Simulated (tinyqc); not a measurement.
Minority carriers and saturation current of a heavily doped emitter: effect of temperature on the narrowing factor.

n-type, parabolic bands, full ionisation. eta = (EF - Ec)/kB T solves N = Nc F12(eta), F12(x) = (2/sqrt(pi)) int_0^infinity sqrt(u)/(1 + exp(u - x)) du. The gap shrinks rigidly by dEg = a3 y^(1/3) + a4 y^(1/4) + a2 y^(1/2), y = N/1e18 cm^-3, an empirical law that is here taken as the true narrowing.

Nc is given at 300 K and scales as T^1.5; dEg is held. The factor nie^2/ni^2 = exp(dEg/kB T) g, g = F12(eta) exp(-eta), divides the current gain of a transistor with this emitter.

Inputs (values chosen for the exercise); band and dielectric values close to those of germanium: conduction-band density of states at 300 K Nc = 1.04e19 cm^-3; ionised donor density N = 1.4e19 cm^-3; coefficient of (N/1e18)^(1/3) a3 = 10.1 meV; coefficient of (N/1e18)^(1/4) a4 = 2.1 meV; coefficient of (N/1e18)^(1/2) a2 = 2 meV.

Constants: q = 1.602176634e-19 C, kB = 1.380649e-23 J/K, Vt = kB T/q. Results are converted to the units shown.

Result of one run:
```
T (K)    eta       g  nie^2/ni^2  its logarithm
200    1.752  0.4291       3.442          1.236
```

What becomes of these results when the temperature T is changed from 200 to 150 K, all else the same?

Result of the changed run:
```
T (K)    eta       g  nie^2/ni^2  its logarithm
150    2.619  0.2776       4.458          1.495
```

The whole series:
```
T (K)       eta       g  nie^2/ni^2  its logarithm
150       2.619  0.2776       4.458          1.495
200       1.752  0.4291       3.442          1.236
250       1.182  0.5429       2.872          1.055
300      0.7646  0.6267       2.512         0.9209
350      0.4382  0.6892       2.265         0.8177
400      0.1712  0.7368       2.087         0.7357
450    -0.05448  0.7738       1.952         0.6690
```

The factor falls from 4.46 to 1.95. Its slope against q/kB T is 13.4 meV between the first two rows and 20.7 meV between the last two, against dEg = 35.9 meV: degeneracy takes back part of the narrowing. The factor grows on cooling, so the current gain of such a transistor falls.

Range of the model: Band tails, non-parabolic bands and incomplete ionisation are left out.

Numbers from tinyqc (`OMP_NUM_THREADS=1 python tinyqc.py 2330156 2330157 out.jsonl`; about 0.01 s on one thread of a shared Intel Xeon 2.30GHz).
